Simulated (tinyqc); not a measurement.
From results back to parameters: configuration-coordinate model of carrier capture at a defect. Five cases, with inputs chosen for the exercise.

Problem. For two parabolas of equal curvature the ionisation peak lies at ET + ER, the emission barrier is (ER + ET)^2/(4 ER), and the standard deviation of the band at T = 0 is sqrt(ER hw). The values come from hidden ET, ER and hw.

Case 1.

ionisation peak = 1.4100 eV
emission barrier = 1.307961 eV
standard deviation at T = 0 = 0.130767 eV

Case 2.

ionisation peak = 0.8100 eV
emission barrier = 0.234321 eV
standard deviation at T = 0 = 0.098995 eV

Case 3.

ionisation peak = 1.1200 eV
emission barrier = 1.493333 eV
standard deviation at T = 0 = 0.099348 eV

Case 4.

ionisation peak = 1.3800 eV
emission barrier = 0.850179 eV
standard deviation at T = 0 = 0.149666 eV

Case 5.

ionisation peak = 1.0900 eV
emission barrier = 0.319382 eV
standard deviation at T = 0 = 0.105641 eV

Find: ET, ER, hw; capture barrier.

Solution. ER is the squared peak energy over four times the emission barrier; ET is the rest, hw = variance/ER, and the capture barrier is the emission barrier less ET.

Case 1.

ET, ER, hw (eV): 1.030  0.380  0.045

capture barrier = 0.278 eV

Case 2.

ET, ER, hw (eV): 0.110  0.700  0.014

capture barrier = 0.124 eV

Case 3.

ET, ER, hw (eV): 0.910  0.210  0.047

capture barrier = 0.583 eV

Case 4.

ET, ER, hw (eV): 0.820  0.560  0.040

capture barrier = 0.030 eV

Case 5.

ET, ER, hw (eV): 0.160  0.930  0.012

capture barrier = 0.159 eV

Computed by tinyqc, one run a case: `OMP_NUM_THREADS=1 python tinyqc.py N N+1 out.jsonl` with N = 1481231, 1481261, 1481266, 1481272, 1481324; one thread of a shared Intel(R) Xeon(R) Processor @ 2.30GHz, about 0.01 s a run at most.
